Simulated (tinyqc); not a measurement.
What each parameter does: three-level Kane dispersion of a narrow-gap semiconductor.

Zero of energy at Gamma8, c = hbar^2/2m0, P^2 = Ep c. The free-electron term and remote bands are left out, so the heavy holes are flat at E = 0 and the other three bands obey E (E - Eg)(E + Dso) = P^2 k^2 (E + 2 Dso/3). The conduction band is the highest root; its edge is Ec = max(Eg, 0).

Degenerate electrons at T = 0: kF = (3 pi^2 n)^(1/3), 1 cm^-3 = 1e-24 angstrom^-3; EF is the highest root at kF. The momentum (cyclotron, optical) mass is m(E) = hbar^2 k/(dE/dk) = c d(k^2)/dE with d(k^2)/dE = k^2 [1/E + 1/(E - Eg) + 1/(E + Dso) - 1/(E + 2 Dso/3)]; the density of states is k d(k^2)/dE/(2 pi^2).

Edge mass m0* = 3 |Eg|/(2 Ep).
Constants: hbar^2/2m0 = 3.80998211 eV angstrom^2.

Parameters, chosen for this exercise (near those of grey Sn; the results hold for these values, not for the real material): Eg = -0.409 eV (E(Gamma6) - E(Gamma8)); Dso = 0.83 eV (spin-orbit splitting); Ep = 23 eV (Kane energy); n = 4.2e+17 cm^-3 (electron density).

Edge mass, EF - Ec and m(EF).

Results for these values:

| case | m0* (m0) | EF - Ec (meV) | m(EF) (m0) |
|---|---|---|---|
| base | 0.02667 | 68.21 | 0.03326 |

What happens to each result for n = 8.4e+17 cm^-3, all else kept?

Answer: m0* does not change at the printed digits; EF - Ec rises from 68.21 to 102.64; m(EF) rises from 0.03326 to 0.03650.

The same for each parameter in turn:

| case | m0* (m0) | EF - Ec (meV) | m(EF) (m0) |
|---|---|---|---|
| base | 0.02667 | 68.21 | 0.03326 |
| n = 8.4e+17 cm^-3 | 0.02667 | 102.64 | 0.03650 |
| Eg = -0.4703 eV | 0.03067 | 61.04 | 0.03632 |
| Dso = 0.9545 eV | 0.02667 | 67.93 | 0.03349 |
| Ep = 19.55 eV | 0.03138 | 58.86 | 0.03808 |

(tinyqc, `OMP_NUM_THREADS=1 python tinyqc.py 1080157 1080158 out.jsonl`, Intel(R) Xeon(R) Processor @ 2.30GHz, 1 thread, shared host, about 0.01 s.)
